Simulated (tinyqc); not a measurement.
# Worked calculation: capacitance measurement on a leaky thin oxide: effects of series resistance and leakage

Computed by the program tinyqc: `OMP_NUM_THREADS=1 python tinyqc.py 2022048 2022049 out.jsonl`, one thread of a shared Intel Xeon 2.30GHz, about 0.01 s for the whole run. Printed values are rounded.

The device is a capacitance C in parallel with a leakage conductance G, in series with Rs and Ls. An impedance meter reports either a parallel pair (Cp, Gp) from Y = 1/Z = Gp + i w Cp or a series pair (Cs, Rm) from Z = Rm + 1/(i w Cs); w = 2 pi f, dissipation D = Gp/(w |Cp|).

Parameters, values chosen for the exercise; values of the order met in thin-oxide MOS capacitors:
```
symbol,value,unit,meaning
eox,3.9,,relative permittivity of the gate insulator (close to silicon dioxide)
tox,3,nm,insulator thickness
A,400,um^2,gate area
zc,0.38,nm,oxide-equivalent thickness added by the accumulation layer
zp,0,nm,oxide-equivalent thickness added by gate depletion
Jg,0.034,A/cm^2,"gate leakage current density, not matched to the thickness"
Vs,0.28,V,voltage for an e-fold rise of the leakage
Rs,120,ohm,series resistance
Ls,0,nH,series inductance
f,10000,Hz,measuring frequency
```

Constants: eps0 = 8.8541878128e-14 F/cm where lengths are in cm. Results are converted to the units shown.

## True capacitance and conductance

EOT = 3.9 tox/eox; CET = EOT + zc + zp; C = 3.9 eps0 A/CET; G = Jg A/Vs.

EOT = 3 nm
CET = 3.38 nm
C = 4.08655 pF
G = 0.485714 uS

## What the meter reports

Z = Rs + i w Ls + 1/(G + i w C).

Z = (1.60926-0.85065i) x 1e6 ohm
Cp = 4.08607 pF
Gp = 0.485694 uS
Cs = 18.7098 pF
D = 1.89181

Cp is 0.012 % below C and Cs is 4.58 times it; G Rs = 5.83e-5, w C Rs = 3.08e-5 and G/(w C) = 1.89.
